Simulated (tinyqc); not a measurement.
Charge control and current of a heterostructure field-effect transistor: one step, computed by the program tinyqc.

Two subbands in a triangular well; E_F is counted from the conduction band edge of the channel at the interface.

Task: Saturation current. With V = e n_s/C_g and V_c = v_s L/mu: for v = mu F/(1 + mu F/v_s), V_Dsat = V_c (sqrt(1 + 2V/V_c) - 1) and I/W = C_g v_s (V - V_Dsat); g_m = dI/dV; extrinsic g_m/(1 + g_m R_S); f_T = g_m/(2 pi C_g L).

Inputs (values chosen for the exercise, modelled on AlGaAs/GaAs):
```
quantity,value,unit
permittivity eps (barrier and channel),12.1,-
conduction band offset dE_c,0.23,eV
mobility mu,7300,cm^2/(V s)
saturation velocity v_s,1.5,1e7 cm/s
gate length L,43,nm
source resistance R_S,0.26,ohm mm
temperature T,77,K
spacer between delta layer and channel,3.5,nm
```

Charge source: delta doping. Velocity law: smooth.

sheet density n_s = 2.496851e+12 1/cm^2

gate capacitance C_g = 0.3003371 microfarad/cm^2

Constants: e = 1.602176634e-19 C.

Give: V; V_c; V_Dsat; saturation current I/W; intrinsic g_m; extrinsic g_m; intrinsic f_T.

Result:

V = 1.3320 V

V_c = 0.0088356 V

V_Dsat = 0.14484 V

saturation current I/W = 534.81 mA/mm

intrinsic g_m = 424.60 mS/mm

extrinsic g_m = 382.39 mS/mm

intrinsic f_T = 523.27 GHz

V/V_c = 150.75: velocity saturation rules; I is 89 % of e n_s v_s = 600 mA/mm. Caution: E_F lies above the conduction band minimum of the barrier, so electrons would spill into the barrier.
